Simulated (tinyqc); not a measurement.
Solid solubility of a dopant against its melt (retrograde solidus), clustering and the electrically active fraction: one step, computed by the program tinyqc. Command: `OMP_NUM_THREADS=1 python tinyqc.py 3007955 3007956 out.jsonl retro walk`. One thread of a shared host (Intel(R) Xeon(R) Processor @ 2.30GHz), about 0.01 s of CPU time with the checks.

Problem. Liquidus and solidus at T. x_l and x_s are atom fractions of the dopant in melt and solid; the solid is dilute. Liquidus of the host: R T ln(1 - x_l) + L x_l^2 = -H_f (1 - T/T_m). Distribution: k = x_s/x_l = exp[L (1 - x_l)^2/(R T)] exp(S/k_B - H/(k_B T)), the first factor being the activity coefficient in the melt. Solubility = x_s N0; at T_m x_l = 0.

Inputs (values chosen for the exercise, of the order of those of gallium in silicon for the solubility):
```
quantity                                   value    unit
melting point of the host T_m               1687       K
heat of melting of the host H_f             50.2  kJ/mol
interaction L of the melt                    3.6  kJ/mol
enthalpy of transfer from melt to solid H  0.679      eV
entropy of transfer S                       -0.5     k_B
site density N0                            5e+22  1/cm^3
temperature T                               1550       K
```

Constants: R = 8.314462618 J/(mol K); k_B = 8.617333262e-05 eV/K.

Give: x_l; distribution coefficient k; x_s; solubility; k at the melting point.

Solution.

x_l = 0.2879

distribution coefficient k = 0.004331

x_s = 0.001247

solubility = 6.234e+19 1/cm^3

k at the melting point = 0.007343

k has changed by a factor 0.59 from its value at T_m, while x_l has grown from 0 to 0.288.
